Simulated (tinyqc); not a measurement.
Spectrum around the gap: Franz-Keldysh effect at a direct gap.

Parabolic bands, vertical transitions, no excitons. For each hole band j: mr = me mj/(me + mj); joint density of states J_j(E) = (mr/c)^(3/2) sqrt(E - Eg)/(2 pi^2), both spins, c = hbar^2/2m0; averaged matrix element |e.p|^2 = m0 Ep/6; alpha_j(E) = 4 pi^2 alpha_f c Ep J_j/(3 nr E) in 1/angstrom (alpha_f the fine-structure constant, listed as alpha among the constants), times 1e8 for 1/cm.

In a field Fd (1 kV/cm = 1e-5 V/angstrom) the electro-optic energy of band j is th = (c (e Fd)^2/mr)^(1/3), and sqrt(E - Eg) in J_j is replaced by pi sqrt(th) [Ai'(b)^2 - b Ai(b)^2] with b = (Eg - E)/th; Ai is the Airy function.

Constants: hbar^2/2m0 = 3.80998211 eV angstrom^2; fine-structure constant alpha = 0.007297352564.

Inputs chosen for the exercise (near those of GaAs; the results hold for these values, not for the real material): Eg = 1.406 eV (direct gap); me = 0.0691 m0 (electron mass); mhh = 0.521 m0 (heavy-hole mass); mlh = 0.0859 m0 (light-hole mass); Ep = 24.8 eV (Kane energy); nr = 3.57 (refractive index); Fd = 51 kV/cm (uniform field).

Absorption (1/cm):

| E - Eg (eV) | alpha(0) | alpha(F) | change |
|---|---|---|---|
| -0.0633 | 0 | 1.944 | 2 |
| -0.0507 | 0 | 8.433 | 8 |
| -0.0380 | 0 | 33.46 | 33 |
| -0.0253 | 0 | 118.2 | 118 |
| -0.0127 | 0 | 361.4 | 361 |
| 0.0000 | 0 | 955.5 | 955 |
| 0.0127 | 3103 | 2115 | -988 |
| 0.0253 | 4341 | 3816 | -525 |
| 0.0380 | 5274 | 5565 | 291 |
| 0.0507 | 6038 | 6553 | 515 |
| 0.0633 | 6689 | 6711 | 22 |
| 0.0760 | 7267 | 6997 | -270 |
| 0.1266 | 9069 | 9103 | 33 |

Give the missing row, E - Eg (eV) = 0.1013.

Computed row:
```
E - Eg (eV)  alpha(0)  alpha(F)  change
0.1013           8249      8372     123
```

At the gap alpha(F) = 955 1/cm; 50.7 meV below it 8.43 1/cm remain, the tail falling as exp(-(4/3) b^(3/2)). Among the energies listed the largest rise is 955 1/cm at E - Eg = 0.0 meV and the largest fall -988 1/cm at 12.7 meV. It changes sign between 0.0 and 12.7 meV, between 25.3 and 38.0 meV, between 63.3 and 76.0 meV and between 76.0 and 101.3 meV; th is 25.3 meV for heavy holes and 29.6 meV for light holes.

tinyqc: `OMP_NUM_THREADS=1 python tinyqc.py 1681729 1681730 out.jsonl`; about 0.01 s, one thread, shared Intel(R) Xeon(R) Processor @ 2.30GHz.
